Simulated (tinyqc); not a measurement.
Metal-interlayer-semiconductor contact, depinning against tunnelling resistance: one step of the calculation.

Zero bias, n-type semiconductor. Gap states at the semiconductor surface thin out as exp(-be ti), which unpins the barrier; electrons must then cross the interlayer (a rectangular barrier, no voltage drop across it) and the parabolic depleted layer, both by WKB. Energies E are counted from the Fermi level; no image force, parabolic bands.

Question. Pinning, barrier and scales. S = 1/(1 + (1/S0 - 1) exp(-be ti)); phiB = S (phiM - chi) + (1 - S)(Eg - E0); xi = Ec - EF deep inside, from Nd = Nc F(-xi/Vt), F(x) = (2/sqrt(pi)) int_0^infinity sqrt(u) du/(1 + exp(u - x)); band bending U = phiB - xi; E00 = (hbar/2) sqrt(Nd/(eps0 eps_r mt m0)) in volts; A = 4 pi q mA m0 kB^2/h^3.

Inputs (values chosen for the exercise); semiconductor values close to those of 4H silicon carbide; interlayer mass of the order of that in zinc oxide, offset chosen freely:
```
symbol   value   unit                                              meaning
T          300      K                                          temperature
Eg        3.22     eV                                             band gap
eps_r     9.93                                       relative permittivity
chi        3.7     eV                                    electron affinity
Nc      1.7e19  cm^-3               conduction-band density of states at T
mt       0.205     m0                 tunnelling mass in the semiconductor
mA       0.367     m0                                      Richardson mass
Nd        2e18  cm^-3                                        donor density
E0         1.9     eV       charge-neutrality level above the valence band
S0        0.64                           pinning factor without interlayer
phiM      3.95     eV                                  metal work function
ti         0.3     nm                                 interlayer thickness
be         3.9   1/nm  decay constant of gap states through the interlayer
```

Constants: q = 1.602176634e-19 C, kB = 1.380649e-23 J/K, eps0 = 8.8541878128e-12 F/m, hbar = 1.054571817e-34 J s, h = 6.62607015e-34 J s, m0 = 9.1093837015e-31 kg, Vt = kB T/q. Results are converted to the units shown.

Give: S; phiB; xi; U; E00; A.

Answer.

S = 0.85137
phiB = 0.40904 eV
xi = 0.054251 eV
U = 0.35479 eV
E00 = 0.018403 eV
A = 44.104 A/(cm^2 K^2)

tinyqc, about 0.04 s, one thread, Intel Xeon 2.30GHz (shared host): `OMP_NUM_THREADS=1 python tinyqc.py 2270127 2270128 out.jsonl`
